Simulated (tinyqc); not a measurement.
# Trench capacitor in an array: capacitance, non-linearity, leakage and relaxation: cell against the aspect ratio

A film between two metal electrodes, each interface adding a series capacitance ci. The small-signal permittivity is ek (1 + aq E^2); the field is found with the linear permittivity. Leakage J = J0 sinh(E/Ef). After a voltage step the film passes a relaxation current kr C V tt^(-nr), tt being the time in seconds. The sidewall is a coaxial capacitor with radii a = dm/2 - t and b = dm/2, depth AR dm; the end face is left out.

Per length 1/c = ln(b/a)/(2 pi eps0 ek) + (1/a + 1/b)/(2 pi ci); cell capacitance c AR dm; per footprint over pt^2; fields c V/(2 pi eps0 ek r) at r = a and b; resistance of the inner electrode rho AR dm/(pi a^2); time constant R C/3 of the distributed line.

Inputs (values chosen for the exercise); permittivity of the order of that of silicon nitride: relative permittivity of the film ek = 6.61; film thickness t = 22 nm; capacitance of each electrode interface (dead layer and screening) ci = 1000 uF/cm^2; bias V = 2.5 V; diameter of the hole dm = 200 nm; pitch of the square array pt = 410 nm; resistivity of the inner electrode rho = 1400 uohm cm.

Constants: eps0 = 8.8541878128e-14 F/cm where lengths are in cm. Results are converted to the units shown.

The same in every row: field at a (MV/cm) = 1.2893; field at b (MV/cm) = 1.0057.

Results:

| AR | cell capacitance (fF) | per footprint (uF/cm^2) | R (kohm) | R C/3 (ps) |
|---|---|---|---|---|
| 5 | 1.4792 | 0.87997 | 0.73247 | 0.36116 |
| 20 | 5.9169 | 3.5199 | 2.9299 | 5.7786 |
| 30 | 8.8754 | 5.2798 | 4.3948 | 13.002 |
| 50 | 14.792 | 8.7997 | 7.3247 | 36.116 |
| 70 | 20.709 | 12.320 | 10.255 | 70.788 |
| 100 | 29.585 | 17.599 | 14.649 | 144.47 |

Estimate the missing row, AR = 10.

Computed row:

| AR | cell capacitance (fF) | per footprint (uF/cm^2) | R (kohm) | R C/3 (ps) |
|---|---|---|---|---|
| 10 | 2.9585 | 1.7599 | 1.4649 | 1.4447 |

With this row back in the table: As AR goes from 5 to 100, the cell capacitance rises from 1.48 to 29.6 fF, the capacitance per footprint rises from 0.880 to 17.6 uF/cm^2, the ratio of the two fields stays at 1.28 and R C/3 rises from 0.361 to 144 ps; the time constant goes as AR^(2.00) between the first two rows and AR^(2.00) between the last two.

Program tinyqc, `OMP_NUM_THREADS=1 python tinyqc.py 2102199 2102200 out.jsonl`; Intel Xeon 2.30GHz, shared host, one thread, about 0.01 s.
